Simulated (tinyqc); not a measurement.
Bond length, ionicity and dielectric constant: Penn model of the dielectric constant and Phillips ionicity.

n = 32/a^3; Ep^2 = 8 pi c e2 n with c = hbar^2/2m0, e2 = e^2/(4 pi eps0); EF = c (3 pi^2 n)^(2/3); eps = 1 + (Ep/Eg)^2 S with S = 1 - Eg/(4 EF) + (Eg/(4 EF))^2/3, Eg the Penn gap. Core d shells are left out.

Phillips: bond length d = sqrt(3) a/4; homopolar gap Eh = 39.74 d^(-2.48) eV (d in angstrom); Eg^2 = Eh^2 + C^2; ionicity fi = C^2/Eg^2.

Constants: hbar^2/2m0 = 3.80998211 eV angstrom^2; e^2/(4 pi eps0) = 14.39964547 eV angstrom.

Each case gives a and C, chosen for the exercise.

Results:
```
case          a (angstrom)  C (eV)  Eh (eV)  Eg (eV)  Ep (eV)   eps     fi
near diamond         3.560    0.00    13.59    13.59    31.27  5.70  0.000
near InP             5.846    3.53     3.97     5.31    14.86  7.90  0.441
near GaAs            5.645    3.00     4.33     5.27    15.66  8.87  0.324
near ZnSe            5.669    5.82     4.29     7.23    15.56  4.94  0.648
near CdTe            6.514    4.45     3.04     5.39    12.63  5.69  0.682
near BN              3.621    8.11    13.03    15.34    30.49  4.43  0.279
```

eps runs from 4.43 (near BN) to 8.87 (near GaAs). Eg varies by a factor 2.91 and Ep by 2.48; the order of eps is not simply the reverse order of Eg, since Ep varies too. Without the d-shell correction the model runs low for the heavier compounds.

Run: tinyqc, `OMP_NUM_THREADS=1 python tinyqc.py 1652252 1652253 out.jsonl`; Intel(R) Xeon(R) Processor @ 2.30GHz, one thread, shared host; about 0.01 s of CPU time with all checks.
